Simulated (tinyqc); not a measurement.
A log to judge: global model of a low-pressure process discharge: electron temperature, density, ion flux and ion energy. Computed by tinyqc. Command: `OMP_NUM_THREADS=1 python tinyqc.py 3114346 3114347 out.jsonl plasma walk`. One thread of a shared host (Intel(R) Xeon(R) Processor @ 2.30GHz), about 0.01 s of CPU time with the checks.

Maxwellian electrons with temperature T_e in eV, one positive ion, no negative ions, uniform bulk density n; rate constants have the Arrhenius form.

Inputs (values chosen for the exercise, of the order of those of an inductive discharge in a simple atomic gas):

| quantity | value | unit |
|---|---|---|
| ion mass M | 32 | u |
| ionisation prefactor K0 | 5.1e-14 | m^3/s |
| ionisation energy E_iz | 15.5 | eV |
| ion-neutral cross section | 9.1e-19 | m^2 |
| pressure p | 0.32 | Pa |
| gas temperature T_g | 500 | K |
| radius R | 17 | cm |
| height L | 4.8 | cm |
| mixing | 0.2 | - |

Constants: k_B = 1.380649e-23 J/K; e = 1.602176634e-19 C; u = 1.6605390666e-27 kg.

Method:
- n_g = p/(k_B T_g); lambda_i = 1/(n_g sigma); h_L = 0.86/sqrt(3 + L/(2 lambda_i)), h_R = 0.8/sqrt(4 + R/lambda_i); A_eff = 2 pi R^2 h_L + 2 pi R L h_R; d_eff = pi R^2 L/A_eff.
- Particle balance: K0 exp(-E_iz/T_e) n_g d_eff = u_B, u_B = sqrt(e T_e/M).
- Cycle: T_out = T sqrt(loss/creation) with loss/creation = u_B/(K0 exp(-E_iz/T) n_g d_eff); T -> T + mixing (T_out - T), kept between 0.3 and 60 eV, from 3 eV; stop at |T_out - T| < 1e-9 eV or after 60 steps.

Course:

| step | T (eV) | T_out (eV) | residual (eV) |
|---|---|---|---|
| 0 | 3.00000 | 6.44704 | 3.44704e+00 |
| 1 | 3.68941 | 5.15240 | 1.46299e+00 |
| 2 | 3.98201 | 4.85743 | 8.75423e-01 |
| 3 | 4.15709 | 4.72244 | 5.65350e-01 |
| 4 | 4.27016 | 4.64832 | 3.78161e-01 |
| 5 | 4.34579 | 4.60373 | 2.57934e-01 |
| 6 | 4.39738 | 4.57541 | 1.78030e-01 |
| ... | ... | ... | ... |
| 53 | 4.51615 | 4.51615 | 1.39325e-08 |
| 54 | 4.51615 | 4.51615 | 9.84735e-09 |
| 55 | 4.51615 | 4.51615 | 6.95998e-09 |
| 56 | 4.51615 | 4.51615 | 4.91923e-09 |
| 57 | 4.51615 | 4.51615 | 3.47685e-09 |
| 58 | 4.51615 | 4.51615 | 2.45739e-09 |
| 59 | 4.51615 | 4.51615 | 1.73685e-09 |

Can the last value be used, and what does the course show?

No. Not converged in 60 steps: the residual falls at every step, but slowly, by a factor of about 0.707 a step. The slope of T_out at the root is 5/4 - E_iz/(2 T_e), and the cycle needs |1 + mixing (slope - 1)| < 1. Reruns converge with mixing = 0.3. Reruns still fail with mixing = 0.15.
